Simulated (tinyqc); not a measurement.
Reflectance at normal incidence against thickness.

Normal incidence on air, film (n1) and substrate (N2 = n2 - i k2): r01 = (1 - n1)/(1 + n1), r12 = (n1 - N2)/(n1 + N2), amplitude (r01 + r12 X)/(1 + r01 r12 X), X = exp(-4 pi i n1 d/lam), R its squared modulus, phase from 0 to 360 degrees.

Parameters, values chosen for the exercise: wavelength lam = 546.1 nm; index of the transparent film n1 = 2.045; index of the substrate n2 = 4.086; extinction coefficient of the substrate k2 = 0.031.

Results:
```
d (nm),R (%),phase of the reflected amplitude (degrees)
0,36.82,179.8
16,33.42,162.7
32,23.51,143.9
49,8.585,120.8
65,0.09029,115.3
81,6.101,243.5
98,20.95,220.1
130,36.68,183.5
```

Estimate the missing row, d = 114 nm.

Computed row:
```
d (nm),R (%),phase of the reflected amplitude (degrees)
114,32.00,200.8
```

With this row back in the table: R goes from 36.8 through a minimum of 0.0903 (at d = 65 nm among the rows listed) to 36.7 %. At a quarter wave, d = 66.8 nm, R = 0.0149 %; for a transparent substrate it would vanish for n1 = sqrt(n2) = 2.02.

Program tinyqc, `OMP_NUM_THREADS=1 python tinyqc.py 2870106 2870107 out.jsonl`; Intel Xeon 2.30GHz, shared host, one thread, about 0.01 s.
